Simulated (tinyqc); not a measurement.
p-type polysilicon, carrier trapping at grain boundaries: one step of the calculation.

One-dimensional grains of size Lg, uniform ionised doping N, monovalent traps Qt at each boundary at a depth Et below (for electrons) or above (for holes) the band edge there, abrupt depletion of width W on each side of a boundary, Boltzmann statistics. xi is the distance from the band edge at the grain centre to the Fermi level. Trapped charge Qt/(1 + exp((xi + VB - Et)/Vt)) = 2 N W, barrier VB = q N W^2/(2 eps0 eps_r).

Task. Resistivity and effective mobility. n0 = NB exp(-xi/Vt); mean density n0 (1 - 2 W/Lg) by charge balance in a partly depleted grain, and n0 (sqrt(pi)/2) erf(u)/u with u = sqrt(VB/Vt) in a fully depleted one; v = sqrt(kB T/(2 pi ms m0)); barrier resistivity Vt exp(VB/Vt)/(q fe n0 v Lg); grain resistivity (1 - 2 W/Lg)/(q n0 mug); effective mobility 1/(q mean density total resistivity).

Parameters, values chosen for the exercise; values of the order met in polycrystalline silicon:

| symbol | value | unit | meaning |
|---|---|---|---|
| T | 250 | K | temperature |
| NB | 2.02e19 | cm^-3 | valence-band density of states at T |
| Lg | 90 | nm | grain size |
| ms | 0.54 | m0 | mass for thermionic emission |
| fe | 1 |  | correction factor of the emission rate |
| mug | 60 | cm^2/(V s) | mobility inside the grains |

Constants: q = 1.602176634e-19 C, kB = 1.380649e-23 J/K, m0 = 9.1093837015e-31 kg, Vt = kB T/q. Results are converted to the units shown.

W = 7.2579210 nm
xi = 0.040378249 V
VB = 0.12627924 V

Give: n0; mean density; v; barrier resistivity; grain resistivity; resistivity; effective mobility.

Result.

n0 = 3.100e18 cm^-3
mean density = 2.600e18 cm^-3
v = 3.342e6 cm/s
barrier resistivity = 0.5066 ohm cm
grain resistivity = 0.02814 ohm cm
resistivity = 0.5348 ohm cm
effective mobility = 4.489 cm^2/(V s)

The resistivity is 15.9 times that of a single crystal with the same N and mobility mug, and the mean density is 83.9 % of N.

Numbers from tinyqc (`OMP_NUM_THREADS=1 python tinyqc.py 2830145 2830146 out.jsonl`; about 0.01 s on one thread of a shared Intel Xeon 2.30GHz).
